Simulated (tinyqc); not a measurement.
The width of the window: equation-of-state fits to an energy-volume table made by a known binding curve. Computed by tinyqc, a small Python program. Command: `OMP_NUM_THREADS=1 python tinyqc.py 3013883 3013884 out.jsonl eosfit walk`. One thread of a shared host (Intel(R) Xeon(R) Processor @ 2.30GHz), about 0.02 s of CPU time with the checks.

With x = (V/V_0)^(1/3), the energy per atom is E = -D [1 + eta (x - 1)] exp(-eta (x - 1)), so that B0 = D eta^2/(9 V_0) and B' = 1 + 2 eta/3. B' = dB/dP at P = 0.

Inputs (values chosen for the exercise, for a model crystal):
```
quantity                                  value             unit
cohesive energy D                          7.95          eV/atom
true volume V_0                            8.55  angstrom^3/atom
stiffness eta                              4.27                -
shift of the window centre s             -0.025                -
points N                                     11                -
compression V/V_0 for the pressure test    0.85                -
```

Binding curve: universal binding. Noise: none.

Constants: 1 eV/angstrom^3 = 160.2176634 GPa.

Method:
- B0 and B' from the formulas above; P = -dE/dV at V = c V_0 (c the compression chosen), from the curve itself.
- Table: V_j = V_0 [1 + s + w (2 j/(N - 1) - 1)], j = 0..N-1, rounded to 0.001; E_j from the curve, rounded to 1e-7 eV.
- Murnaghan: E = E0 + (B0 V/B') [(V0/V)^B'/(B' - 1) + 1] - B0 V0/(B' - 1), P = (B0/B') [(V0/V)^B' - 1].
- Birch-Murnaghan: E = E0 + (9 V0 B0/16) [y^3 B' + y^2 (2 - 4 y)], y = (V0/V)^(2/3) - 1; P = (3 B0/2) (x^7 - x^5) [1 + (3/4)(B' - 4)(x^2 - 1)], x = (V0/V)^(1/3).
- Vinet: E = E0 + (9 B0 V0/h^2) {1 + [h (1 - x) - 1] exp(h (1 - x))}, P = 3 B0 (1 - x) x^-2 exp(h (1 - x)), x = (V/V0)^(1/3), h = (3/2)(B' - 1).
- All are least-squares fits to the energies; for polynomials in V, B0 = V E'' and B' = -1 - V E'''/E'' at the minimum.
- The table is made anew for each w.

exact B0 = 301.804 GPa

exact B' = 3.84667

Errors (%):
```
w     B0, parabola  B0, cubic  B0, Murnaghan  B0, Birch-Murnaghan  B0, Vinet  B', Birch-Murnaghan
0.03        12.951     -0.622          0.125                0.033          0               -0.864
0.05        13.405     -0.264          0.067                0.018          0               -0.895
0.08        14.547      0.614         -0.072               -0.020          0               -0.972
0.12        16.849      2.460         -0.350               -0.094          0               -1.127
0.16        20.130      5.134         -0.722               -0.196          0               -1.341
0.22        27.108     10.913         -1.420               -0.388          0               -1.763
```

The Birch-Murnaghan error of B0 is smallest among these at w = 0.05 (0.018 % in size); it is 0.033 % at the narrowest and 0.388 % at the widest.  The Vinet form is the binding curve itself here, so its error comes from noise and rounding alone. At the widest window the errors of B0 are +27.1 % for the parabola and +10.9 % for the cubic in V.

Extremes, crossings and ranges named in words are read from the listed rows.
